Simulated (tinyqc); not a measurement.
## Energy and delay of logic against supply voltage: optimum supplies against the temperature

One expression serves below and above threshold: I(Vg) = Ik [ln(1 + exp((Vg - VT + dd V)/(al nf Vt)))]^al, with I_on = I(V) and I_off = I(0). Gate delay td = kd C V/I_on, clock period LD td. Per gate and cycle the switching energy is act C V^2 and the leakage energy I_off V LD td. No short-circuit current, no variation. Minima are sought above 0.09 V; below a few Vt gates no longer switch and the model has no meaning.

V_min minimises the energy and V_EDP the product of energy and td. VT, Ik and nf are held fixed.

Values chosen for this exercise; values of the order met in logic technologies: threshold voltage at zero drain bias VT = 0.34 V; slope factor nf = 1.34; barrier lowering per volt of supply dd = 0.09; specific current of a gate Ik = 1.3 uA; exponent of the current law al = 1.52; load capacitance of a gate C = 0.71 fF; delay factor kd = 0.6; logic depth LD = 30; activity factor act = 0.02.

Constants: q = 1.602176634e-19 C, kB = 1.380649e-23 J/K, Vt = kB T/q. Results are converted to the units shown.

Optimum supplies against the temperature:

| T (K) | V_min (V) | energy at V_min (aJ) | leakage share (%) | clock at V_min (MHz) | V_EDP (V) | clock at V_EDP (GHz) |
|---|---|---|---|---|---|---|
| 220 | 0.2002 | 0.7690 | 25.96 | 4.082 | 0.6323 | 4.572 |
| 250 | 0.2276 | 1.008 | 27.01 | 16.95 | 0.6325 | 3.767 |
| 280 | 0.2551 | 1.302 | 28.98 | 48.43 | 0.6336 | 3.183 |
| 310 | 0.2829 | 1.672 | 32.02 | 104.7 | 0.6369 | 2.755 |
| 340 | 0.3109 | 2.148 | 36.09 | 183.6 | 0.6443 | 2.450 |
| 370 | 0.3391 | 2.767 | 40.98 | 276.1 | 0.6577 | 2.242 |

What does the comparison show?

As T goes from 220 to 370, V_min rises from 0.200 to 0.339 V, the energy there rises from 0.769 to 2.77 aJ, the clock there rises from 4.08 to 276 MHz and V_EDP rises from 0.632 to 0.658 V.

Numbers from tinyqc (`OMP_NUM_THREADS=1 python tinyqc.py 2082046 2082047 out.jsonl`; about 0.01 s on one thread of a shared Intel Xeon 2.30GHz).
